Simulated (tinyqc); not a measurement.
## Gate voltage for a given inversion charge

Question. p-type body, charge-sheet picture, depletion and inversion only, full ionisation (an idealisation for deep acceptors), Boltzmann statistics (rough once Na exp(x - xn) passes about Nc/7). In units of Vt: xg = (Vg - Vfb)/Vt, x = psi/Vt, G = gamma/sqrt(Vt), xn = (2 phiF + Vc)/Vt. The implicit equation is (xg - x)^2 = G^2 [x - 1 + exp(x - xn)] for x above about 3. Cox = eps0 eox/tox. ni = sqrt(Nc Nv) exp(-Eg/(2 Vt)), Eg in volts; phiF = Vt ln(Na/ni); gamma = sqrt(2 q eps0 eps_r Na)/Cox. N_inv = (Cox Vt G/q) [sqrt(x - 1 + exp(x - xn)) - sqrt(x - 1)]. Find x - xn, psi and Vg.

Parameters, values chosen for the exercise; band and dielectric values those of a made-up semiconductor: temperature T = 300 K; band gap Eg = 1.28 eV; relative permittivity eps_r = 12.3; conduction-band density of states at T Nc = 3.23e19 cm^-3; valence-band density of states at T Nv = 3.36e19 cm^-3; relative permittivity of the gate insulator (close to silicon dioxide) eox = 3.9; insulator thickness tox = 21 nm; acceptor density Na = 5.1e16 cm^-3; flat-band voltage Vfb = -0.65 V; channel-body voltage Vc = 0.2 V.

Constants: q = 1.602176634e-19 C, kB = 1.380649e-23 J/K, Vt = kB T/q, eps0 = 8.8541878128e-14 F/cm where lengths are in cm. Results are converted to the units shown.

N_inv = 2.1e10 cm^-2

Answer. N_inv rises steadily with x, so it fixes x; the implicit equation then gives xg directly.

x - xn = 0.745
psi = 1.16 V
Vg = 1.40 V

tinyqc, about 0.01 s, one thread, Intel Xeon 2.30GHz (shared host): `OMP_NUM_THREADS=1 python tinyqc.py 2122233 2122234 out.jsonl`
